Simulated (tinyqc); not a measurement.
Dopants and charged point defects at anneal temperature: Fermi-level effect, clustering and pairing: one step, computed by the program tinyqc. Command: `OMP_NUM_THREADS=1 python tinyqc.py 3007960 3007961 out.jsonl pairing walk`. One thread of a shared host (Intel(R) Xeon(R) Processor @ 2.30GHz), about 0.02 s of CPU time with the checks.

Boltzmann statistics and full ionisation of active dopants. Energies are counted from the valence band; the defect (a vacancy or self-interstitial) has five charge states, with all degeneracy factors one.

Problem. Active and clustered dopant. n = A/2 + sqrt(A^2/4 + n_i^2) for an active density A. k ionised dopants and k carriers form one neutral cluster: C = N_s (A/N_s)^k (n/N_b)^k exp(E_b/k_B T), N_b the effective density of states of the majority band, and N = A + k C (60 bisections in ln A between ln N - 90 and ln N).

Inputs (values chosen for the exercise, with bands modelled on InP):
```
quantity,value,unit
anneal temperature T,950,K
total dopant density N,7.2e+18,cm^-3
site density N_s,3.5e+22,cm^-3
dopant atoms per cluster k,4,-
cluster binding energy E_b,2.49,eV
```

Dopant: donor. Second part: clustering of the dopant.

E_g = 1.104551 eV

k_B T = 0.08186467 eV

n_i = 1.714389e+16 cm^-3

E_i = 0.6797330 eV

effective density of states N_b of the majority band = 3.074551e+18 cm^-3

Give: active density A; clusters C; active share.

Solution.

active density A = 2.0441e+18 cm^-3

clusters C = 1.2890e+18 cm^-3

active share = 0.28390

72 % of the dopant is lost to clusters.
